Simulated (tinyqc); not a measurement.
Trap in a gate oxide as a short-range spherical well: sweeps and comparisons. A value that a table varies takes the place of the one given here.

A spherical well of radius R and depth V0 below the conduction edge, one mass m, c = hbar^2/2m0. The s level at binding Et solves k cot(k R) = -kappa with k = sqrt(m (V0 - Et)/c), kappa = sqrt(m Et/c); it exists for V0 > Vc = c (pi/2R)^2/m. Outside, psi falls as exp(-kappa r)/r.

Lucovsky model (delta well, plane-wave final states, no local-field factor): sigma = (32 pi alpha c/(3 n_r m Et)) (x - 1)^(3/2)/x^3, x = h nu/Et, c = hbar^2/2m0; 1 angstrom^2 = 1e-16 cm^2.

Energies from the conduction edge of the channel. The trap level at depth x is E_T = dEc - Et - e Fox x (1 MV/cm = 0.01 eV/angstrom). An electron at the channel edge tunnels with the WKB exponent S = (4/3) sqrt(m/c) [dEc^(3/2) - (dEc - e Fox x)^(3/2)]/(e Fox), c = hbar^2/2m0; tau = t0 exp(S); the occupation is f = 1/(1 + exp((E_T - EF)/kB T)), tau_c = tau/f and tau_e = tau/(1 - f). Lattice relaxation is left out; a level below the channel edge needs phonons as well, so tau is then a lower bound, while a level above it can also empty elastically at its own energy, through a thinner barrier, faster than this tau.

Constants: hbar^2/2m0 = 3.80998211 eV angstrom^2; fine-structure constant alpha = 0.007297352564; kB = 8.617333262e-05 eV/K.

Values chosen for the exercise (near those of HfO2 on Si; the results hold for these values, not for the real material): R = 2.3 angstrom (radius of the well); m = 0.197 m0 (mass); fV = (1.05, 1.16, 1.33, 1.47, 2.4, 3.65, 6.57) (V0/Vc); n_r = 1.91 (refractive index); xs = (1.03, 1.17, 1.48, 1.79, 2.15, 2.96, 4.9, 6.33) (photon energies h nu/Et); dEc = 1.52 eV (conduction offset to the channel); Fox = 2.5 MV/cm (oxide field, lowering levels away from the channel); t0 = 2.3 x 1e-11 s (time constant at the interface); T = 300 K (temperature); EF = -0.03 eV (Fermi level above the channel edge); ds = (2, 4, 7, 10, 14, 19) angstrom (depths); V0 = 14.24 eV (depth of the well); x = 7 angstrom (depth of the trap).

## From threshold to a deep level

Et against the depth at fixed R; near threshold Et = (pi^2/16)(V0 - Vc)^2/Vc.

Results:
```
V0/Vc  V0 (eV)  Et (eV)  threshold form (eV)  1/kappa (angstrom)  share outside
1.05     9.472  0.01342              0.01391                38.0          0.942
1.16    10.464   0.1276               0.1424                12.3          0.832
1.33    11.998   0.4895               0.6060                 6.3          0.702
1.47    13.260   0.9195                1.229                 4.6          0.620
2.40    21.650    5.523                10.91                 1.9          0.334
3.65    32.926    13.94                39.08                 1.2          0.195
6.57    59.266    36.81                172.6                 0.7          0.091
```

The threshold form holds to 10 % up to V0/Vc = 1.05 of those listed. There the state is mostly outside the well (94 % in the first row) and knows only Et, which is why a delta-well model works; more than half is inside from V0/Vc = 2.40 on. A second s level would need V0/Vc > 9. From V0/Vc = 3.65 on Et exceeds the gap of the host, about 5.8 eV, so those rows only show the model.

## Neutral against charged centre

Et = 1.31852 eV

Lucovsky cross-section, its shape relative to the peak, and the shape of a hydrogen-like centre relative to threshold: x^-4 exp(4 - 4 atan(e)/e)/(1 - exp(-2 pi/e)), e = sqrt(x - 1).

Results:
```
x     h nu (eV)  sigma (1e-18 cm^2)  relative to peak  hydrogen-like
1.03      1.358               0.893             0.038          0.924
1.17      1.543                8.22             0.350          0.656
1.48      1.951                19.3             0.821          0.344
1.79      2.360                23.0             0.979          0.202
2.15      2.835                23.3             0.993          0.120
2.96      3.903                19.9             0.846          0.048
4.90      6.461                12.3             0.524          0.011
6.33      8.346                9.11             0.388          0.005
```

The short-range centre starts from zero, reaches half its peak at x = 1.24 and peaks at x = 2; in the last row it still has 39 % of the peak. The Coulomb centre is largest at threshold and is down to 0.5 % there. Reading the peak as the threshold would misplace the level by a factor 2, here 1.32 eV. Rows above the gap, about 5.8 eV, are hidden by band-to-band absorption.

## Depth of the trap

Each depth has its own level and time; the corner frequency is 1/(2 pi tau).

Results:
```
x (angstrom)  E_T (eV)     S  tau (s)  corner (Hz)      f
2                0.151  1.11  7.0e-11      2.3e+09  0.001
4                0.101  2.21  2.1e-10      7.6e+08  0.006
7                0.026  3.81  1.0e-09      1.5e+08  0.101
10              -0.049  5.37  4.9e-09      3.2e+07  0.672
14              -0.149  7.38  3.7e-08      4.3e+06  0.990
19              -0.274  9.77  4.0e-07      3.9e+05  1.000
```

tau spans 3.8 decades, one decade for each 4.21 angstrom at the start and 4.81 at the end, where the field has thinned the barrier. Traps spread evenly in depth are thus spread nearly evenly in ln tau; if levels near EF exist at every depth, this sums to 1/f noise and to charging that grows as ln t. With the single Et of this table only depths where f is neither 0 nor 1 contribute. The level crosses EF between 7 and 10 angstrom.

## What each parameter does

Et from the well, then the level and the time. Each row changes one parameter from the base and keeps the others.

Results:
```
case             Et (eV)  E_T (eV)  log10 tau (s)  ln(tau_c/tau_e)
base               1.319     0.026          -8.98              2.2
x = 9 angstrom     1.319    -0.024          -8.53              0.3
Fox = 3.5 MV/cm    1.319    -0.044          -9.00             -0.5
dEc = 1.4 eV       1.319    -0.094          -9.05             -2.5
m = 0.217 m0       1.809    -0.464          -8.90            -16.8
V0 = 14.95 eV      1.638    -0.293          -8.98            -10.2
T = 350 K          1.319     0.026          -8.98              1.9
EF = 0.02 eV       1.319     0.026          -8.98              0.3
```

The largest shifts from the base row, up to three for each result and ties (the steps differ in size, so this ranks the rows, not the parameters). Et (eV): m +0.491, V0 +0.320; unchanged at the printed digits by x, Fox, dEc, T and EF. E_T (eV): m -0.491, V0 -0.320, dEc -0.120; unchanged at the printed digits by T and EF. log10 tau (s): x +0.45, m +0.08, dEc -0.07; unchanged at the printed digits by V0, T and EF. ln(tau_c/tau_e): m -19.0, V0 -12.4, dEc -4.6.

(tinyqc, `OMP_NUM_THREADS=1 python tinyqc.py 1252183 1252184 out.jsonl`, Intel(R) Xeon(R) Processor @ 2.30GHz, 1 thread, shared host, about 0.01 s.)
